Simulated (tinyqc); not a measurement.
## Growth of the error with array size

Square N x N arrays wired as follows: each row is driven at its left end through one segment rw, neighbouring nodes are joined by rw, each column ends in one more rw and a virtual ground. All cells have G = 29.0 uS and all rows V = 0.1 V, so the ideal current is N V G. The nodal equations are solved exactly.

Inputs (values chosen for the exercise): wire resistance between neighbouring cells rw = 20 ohm.

Growth of the error with array size:

| N | ideal (uA) | first column (uA) | last column (uA) | error of the last column (%) | 100 N^2 rw G |
|---|---|---|---|---|---|
| 2 | 5.800 | 5.785 | 5.782 | -0.3180 | 0.2320 |
| 4 | 11.60 | 11.52 | 11.48 | -1.005 | 0.9280 |
| 6 | 17.40 | 17.19 | 17.04 | -2.056 | 2.088 |
| 8 | 23.20 | 22.76 | 22.40 | -3.448 | 3.712 |
| 12 | 34.80 | 33.52 | 32.32 | -7.136 | 8.352 |
| 16 | 46.40 | 43.66 | 40.93 | -11.79 | 14.85 |
| 20 | 58.00 | 53.07 | 48.08 | -17.10 | 23.20 |

Read the table: what changes, and by how much?

The error of the last column goes from -0.318 % at N = 2 to -17.1 % at N = 20, as N^(1.78) between N = 4 and 8 and N^(1.67) between the last two rows. The scale N^2 rw G (N segments carrying the current of up to N cells) is 1.08 times the error at N = 8. The last column carries 0.906 of the current of the first at N = 20.

tinyqc, about 0.03 s, one thread, Intel Xeon 2.30GHz (shared host): `OMP_NUM_THREADS=1 python tinyqc.py 2880117 2880118 out.jsonl`
